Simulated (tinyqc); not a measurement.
# Worked calculation: one-diode model of a solar cell

Computed by the program tinyqc: `OMP_NUM_THREADS=1 python tinyqc.py 2280035 2280036 out.jsonl`, one thread of a shared Intel Xeon 2.30GHz, about 0.01 s for the whole run. Printed values are rounded.

J is the current delivered and Vj = V + J Rs the junction voltage. J = X JL - J01 (exp(Vj/(n1 Vt)) - 1) - Vj/Rp. The photocurrent does not depend on voltage.

Values chosen for this exercise; values of the order met in cells of a lead-halide perovskite: temperature T = 348 K; photocurrent at one sun JL = 24.2 mA/cm^2; concentration X = 1 suns; saturation current of the diode J01 = 5e-10 A/cm^2; ideality factor of the diode n1 = 1.67; series resistance Rs = 0.46 ohm cm^2; shunt resistance Rp = 20000 ohm cm^2; incident power at one sun Pin = 100 mW/cm^2.

Constants: q = 1.602176634e-19 C, kB = 1.380649e-23 J/K, Vt = kB T/q. Results are converted to the units shown.

## Starting value

Vj = 0.8 V.

Vj at the start = 0.8 V

## Iteration 1: new Vj

Open circuit: J(Vj) = 0. G = -dJ/dVj = J01 exp(Vj/(n1 Vt))/(n1 Vt) + 1/Rp. Vj(new) = Vj + J/G.

J = 19.8297 mA/cm^2
G = 0.0865158 S/cm^2
Vj after iteration 1 = 1.02920 V

## Iteration 2: new Vj

As before.

J = -396.725 mA/cm^2
G = 8.40399 S/cm^2
Vj after iteration 2 = 0.981997 V

## Iteration 3: new Vj

As before.

J = -139.824 mA/cm^2
G = 3.27428 S/cm^2
Vj after iteration 3 = 0.939293 V

## Course of the iteration

Stop when the step is below 1e-10 V, or after 80 iterations.

Course of the iteration:
```
iteration  Vj before the step (V)   step (V)
1                             0.8      0.229
2                         1.02920    -0.0472
3                        0.981997    -0.0427
4                        0.939293    -0.0328
5                        0.906519    -0.0168
6                        0.889739   -3.53e-3
7                        0.886213   -1.30e-4
8                        0.886083   -1.69e-7
9                        0.886083  -2.86e-13
```

Converged in 9 iterations.

## Figures of merit

Jsc at V = 0, Voc at J = 0, the maximum power point where J (1 + 2 Rs G) = G Vj with G = -dJ/dVj; FF = Vmp Jmp/(Voc Jsc); efficiency Vmp Jmp/(X Pin). Empirical fill factor without parasitics FF0 = (v - ln(v + 0.72))/(v + 1), v = Voc/(n1 Vt).

Jsc = 24.1994 mA/cm^2
Voc = 0.886083 V
Vmp = 0.738250 V
Jmp = 22.6094 mA/cm^2
FF = 0.778418
efficiency = 16.6914 %
FF0 = 0.790669

FF is 1.5 % below FF0. Removing one loss at a time changes the efficiency by: series resistance +0.24, shunt +0.03 points.
